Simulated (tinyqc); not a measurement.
Ballistic conductance of a hard-wall wire of rectangular section by counting modes: two steps of the calculation.

Subband edges E_(a,b) = (C pi^2/m) [(a/W)^2 + (b/Hh)^2], a, b = 1, 2, ...; C = hbar^2/(2 m0). Every mode transmits fully; spin gives the factor 2 in 2 q^2/h, valleys the factor gv.

Inputs (values chosen for the exercise):
```
symbol  value  unit                                meaning
T          77     K                            temperature
m       0.064    m0                                   mass
gv          1                                      valleys
Ef      0.163    eV  Fermi energy above the bulk band edge
W          26    nm                                  width
Hh         17    nm                                 height
Et      0.204    eV            highest subband edge listed
```

Constants: q = 1.602176634e-19 C, kB = 1.380649e-23 J/K, hbar = 1.054571817e-34 J s, h = 6.62607015e-34 J s, m0 = 9.1093837015e-31 kg, Vt = kB T/q, hbar^2/(2 m0) = 0.0380998212 eV nm^2. Results are converted to the units shown.

Problem 1. Subband edges and their occupation. List the edges below Et; each adds its degeneracy times f = 1/(1 + exp((E_n - Ef)/Vt)) to the thermal mode count.

Find: edge; degeneracy; f.

Solution 1.

```
mode  edge (eV)  degeneracy       f
1,1     0.02902           1  1.0000
2,1     0.05510           1  1.0000
1,2     0.09001           1  1.0000
3,1     0.09855           1  0.9999
2,2     0.11609           1  0.9992
4,1     0.15939           1  0.6326
3,2     0.15955           1  0.6273
1,3     0.19166           1  0.0131
```

Problem 2. Conductance and ballistic resistance. G = (2 q^2/h) gv M; at zero temperature M counts the edges below Ef, at T it is the sum of degeneracy times f. The smooth (Sharvin) count is kF^2 A/(4 pi), kF = sqrt(m Ef/C), A = W Hh, perimeter p = 2 (W + Hh), and with the boundary term kF^2 A/(4 pi) - kF p/(4 pi). The sum runs over the edges listed.

```
mode   edge (eV)  degeneracy          f
1,1   0.02902188           1  1.0000000
2,1   0.05509645           1  0.9999999
1,2   0.09001293           1  0.9999833
3,1   0.09855408           1  0.9999395
2,2   0.11608750           1  0.9991506
4,1   0.15939476           1  0.6325887
3,2   0.15954513           1  0.6273059
1,3   0.19166468           1  0.0131254
```

Wanted: M at zero temperature; M at T; G; resistance 1/G; smooth count.

Solution 2.

M at zero temperature = 7
M at T = 6.272
G = 486.0 uS
resistance 1/G = 2.058 kohm
smooth count = 9.631

The smooth count is 54 % above M at T. With the boundary term it is 6.05.

Computed by the program tinyqc: `OMP_NUM_THREADS=1 python tinyqc.py 2740045 2740046 out.jsonl`, one thread of a shared Intel Xeon 2.30GHz, about 0.4 s for the whole run.
